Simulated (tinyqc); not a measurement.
p-type polysilicon, carrier trapping at grain boundaries: effect of the doping.

One-dimensional grains of size Lg, uniform ionised doping N, monovalent traps Qt at each boundary at a depth Et below (for electrons) or above (for holes) the band edge there, abrupt depletion of width W on each side of a boundary, Boltzmann statistics. xi is the distance from the band edge at the grain centre to the Fermi level. Trapped charge Qt/(1 + exp((xi + VB - Et)/Vt)) = 2 N W, barrier VB = q N W^2/(2 eps0 eps_r).

If the trap equation with xi = Vt ln(NB/N) has a root W < Lg/2, the grain is partly depleted; otherwise W = Lg/2 and the trap equation gives xi = Et - VB + Vt ln(Qt/(N Lg) - 1). N* = Qt/Lg. n0 = NB exp(-xi/Vt); mean density n0 (1 - 2 W/Lg) by charge balance in a partly depleted grain, and n0 (sqrt(pi)/2) erf(u)/u with u = sqrt(VB/Vt) in a fully depleted one; v = sqrt(kB T/(2 pi ms m0)); barrier resistivity Vt exp(VB/Vt)/(q fe n0 v Lg); grain resistivity (1 - 2 W/Lg)/(q n0 mug); effective mobility 1/(q mean density total resistivity). Rows with xi above 0.45 V, towards mid-gap, are left out, since the other carrier type is ignored.

Parameters, values chosen for the exercise; values of the order met in polycrystalline silicon: temperature T = 300 K; relative permittivity eps_r = 11.7; valence-band density of states at T NB = 2.65e19 cm^-3; grain size Lg = 35 nm; trap density of a grain boundary Qt = 5.6e11 cm^-2; depth of the trap level from the majority band edge at the boundary Et = 0.43 eV; mass for thermionic emission ms = 0.37 m0; correction factor of the emission rate fe = 1; mobility inside the grains mug = 48 cm^2/(V s).

Constants: q = 1.602176634e-19 C, kB = 1.380649e-23 J/K, m0 = 9.1093837015e-31 kg, Vt = kB T/q, eps0 = 8.8541878128e-14 F/cm where lengths are in cm. Results are converted to the units shown.

Effect of the doping:

| N (cm^-3) | N/N* | depleted share 2 W/Lg | VB (V) | xi (V) | mean density (cm^-3) | resistivity (ohm cm) | effective mobility (cm^2/(V s)) |
|---|---|---|---|---|---|---|---|
| 7.4e16 | 0.46250 | 1.0000 | 0.017525 | 0.41636 | 2.1829e12 | 7651.6 | 373.68 |
| 1.6e17 | 1.0000 | 0.99996 | 0.037888 | 0.13210 | 1.0695e17 | 0.28211 | 206.86 |
| 3.3e17 | 2.0625 | 0.48484 | 0.018371 | 0.11338 | 1.7000e17 | 0.26728 | 137.36 |
| 6.9e17 | 4.3125 | 0.23188 | 0.0087864 | 0.094313 | 5.3000e17 | 0.16598 | 70.953 |
| 1.4e18 | 8.7500 | 0.11429 | 0.0043304 | 0.076022 | 1.2400e18 | 0.091069 | 55.271 |
| 3e18 | 18.750 | 0.053333 | 0.0020209 | 0.056319 | 2.8400e18 | 0.044789 | 49.068 |
| 6.4e18 | 40.000 | 0.025000 | 9.4729e-4 | 0.036732 | 6.2400e18 | 0.021499 | 46.525 |

Read the table: what changes, and by how much?

As N goes from 7.4e16 to 6.4e18, VB goes from 0.0175 through a maximum of 0.0379 (at N = 1.6e17 among the rows listed) to 9.47e-4 V, the resistivity falls from 7650 to 0.0215 ohm cm and the effective mobility falls from 374 to 46.5 cm^2/(V s). The steepest fall of the resistivity among the rows, as N^(-13.2), lies between N = 7.4e16 and 1.6e17 cm^-3; N* = 1.60e17 cm^-3. While the grain is fully depleted VB grows as N; once the traps are full it falls as 1/N. For N = 3e18, 6.4e18 xi is under 2.5 Vt, where Boltzmann statistics begin to fail. For N = 7.4e16, 3.3e17, 6.9e17, 1.4e18, 3e18, 6.4e18 VB is below Vt, where abrupt depletion and thermionic emission are rough. For N = 1.6e17, 3.3e17 the grain is near the changeover between partial and full depletion, within a few Debye lengths, where both limits are rough. For N = 7.4e16, 1.6e17, 3.3e17, 6.9e17, 1.4e18, 3e18 the effective mobility exceeds mug, since drift through the depleted part of the grain is left out.

tinyqc, about 0.01 s, one thread, Intel Xeon 2.30GHz (shared host): `OMP_NUM_THREADS=1 python tinyqc.py 2830286 2830287 out.jsonl`
